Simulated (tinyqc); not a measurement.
## Strained Delta valleys, repopulation and conductivity mass: mobility against stress

A cubic crystal with three pairs of conduction valleys along x, y and z under uniaxial stress X along [110] (X > 0 is tension); current along [100]. Non-degenerate electrons, fixed total density, one relaxation time for all valleys and stresses, masses unchanged by strain, so the mobility goes as the mean inverse mass.

Stress s_ij = X a_i a_j with a the unit vector along [110]; strain e_ii = s11 s_ii + s12 (s_jj + s_kk), e_ij = s44 s_ij/2. Valley shift dE = Xu (n.e.n - trace(e)/3) with n the valley axis; share f proportional to exp(-dE/Vt). Inverse mass along the current d = [100]: (n.d)^2/ml + (1 - (n.d)^2)/mt; mu/mu0 = sum f (1/m) over the plain mean of 1/m. The linear estimate is 1 - pi X with pi the small-stress slope -d(mu/mu0)/dX.

Values chosen for this exercise; values close to those of silicon:
- T = 350 K (temperature)
- s11 = 7.65 1/TPa (compliance)
- s12 = -2.08 1/TPa (compliance)
- s44 = 12.7 1/TPa (compliance)
- Xu = 8.84 eV (shear deformation potential)
- ml = 0.88 m0 (longitudinal mass)
- mt = 0.193 m0 (transverse mass)

Constants: q = 1.602176634e-19 C, kB = 1.380649e-23 J/K, Vt = kB T/q. Results are converted to the units shown.

Result of one run:
```
splitting (meV)	largest share	mu/mu0	linear estimate
43.01	0.4464	0.8807	0.8328
```

Which uniaxial stress (tension positive) X gave this result: -50, -400, -700, -1000 or -1500 MPa?

X = -1000 MPa.

The whole series:
```
X (MPa)	splitting (meV)	largest share	mu/mu0	linear estimate
-25	1.075	0.3373	0.9958	0.9958
-50	2.150	0.3412	0.9917	0.9916
-100	4.301	0.3488	0.9837	0.9833
-200	8.601	0.3634	0.9683	0.9666
-400	17.20	0.3898	0.9404	0.9331
-700	30.10	0.4222	0.9062	0.8830
-1000	43.01	0.4464	0.8807	0.8328
-1500	64.51	0.4722	0.8535	0.7492
-2500	107.5	0.4930	0.8315	0.5820
```

The ratio mu/mu0 falls from 0.996 to 0.831; pi = -16.7e-11 1/Pa. The linear estimate of the change is 1.006 times the computed change in the first row and 2.48 times it in the last: once the splitting is several Vt (Vt = 30.2 meV) the upper valleys are nearly empty and little is left to move. At X = -2500 MPa the stress passes 1.5 GPa, where intervalley scattering and masses change too.

Range of the model: Shear strain also changes the transverse masses of these valleys, which is left out.

Program tinyqc, `OMP_NUM_THREADS=1 python tinyqc.py 2530138 2530139 out.jsonl`; Intel Xeon 2.30GHz, shared host, one thread, about 0.01 s.
